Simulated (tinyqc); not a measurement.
## Permittivity and interface capacitance from two thicknesses

Question. 1/C = t/(eps0 ek) + 2/ci for planar capacitors that differ only in thickness. Find ek, ci and the EOT of the interfaces, 2 x 3.9 eps0/ci.

Constants: eps0 = 8.8541878128e-14 F/cm where lengths are in cm. Results are converted to the units shown.

C at t = 3.6 and 11 nm (uF/cm^2): [8.4184494, 2.8858781]

Answer. 1/C is a straight line in t: the slope gives ek and the intercept 2/ci. A single thickness would give only the effective permittivity; when the interfaces are a small part of 1/C, ci needs very accurate data.

ek = 36.7
ci = 250 uF/cm^2
EOT of the interfaces = 0.0276 nm

Program tinyqc, `OMP_NUM_THREADS=1 python tinyqc.py 2102127 2102128 out.jsonl`; Intel Xeon 2.30GHz, shared host, one thread, about 0.01 s.
